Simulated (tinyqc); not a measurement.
Harmonic transition-state theory with quantum, tunnelling and friction corrections: one step, computed by the program tinyqc. Command: `OMP_NUM_THREADS=1 python tinyqc.py 3013293 3013294 out.jsonl rates walk`. One thread of a shared host (Intel(R) Xeon(R) Processor @ 2.30GHz), about 0.01 s of CPU time with the checks.

One atom hops between equivalent sites; three modes at the minimum and two real modes at the saddle are treated as harmonic, the rest of the crystal as unchanged; melting is ignored, so hot rows may lie above the melting point.

Question. Tunnelling factors. With u = h nu_b/(k_B T): Wigner factor 1 + u^2/24; parabolic barrier (Bell) (u/2)/sin(u/2), valid above T_c = h nu_b/(2 pi k_B); symmetric Eckart barrier: kappa = int_0^infinity P(E) exp(-(E - E_b)/(k_B T)) dE/(k_B T), P = (cosh 2a - 1)/(cosh 2a + cosh 2d), a = alpha sqrt(E/E_b), alpha = 2 pi E_b/(h nu_b), 2d = 2 sqrt(alpha^2 - pi^2/4).

Inputs (values chosen for the exercise, modelled on interstitial hydrogen in silicon): barrier E_b = 0.486 eV; imaginary frequency at the saddle nu_b = 23.8 THz; temperature T = 421 K.

Lattice of sites: three-dimensional.

Constants: h x 1 THz = 4.135667696 meV; k_B = 8.617333262e-05 eV/K.

Give: u; crossover temperature T_c; Wigner factor; Bell factor; Eckart factor.

Answer.

u = 2.713

crossover temperature T_c = 181.8 K

Wigner factor = 1.307

Bell factor = 1.388

Eckart factor = 1.400

T/T_c = 2.32: tunnelling near the top of the barrier speeds the rate.
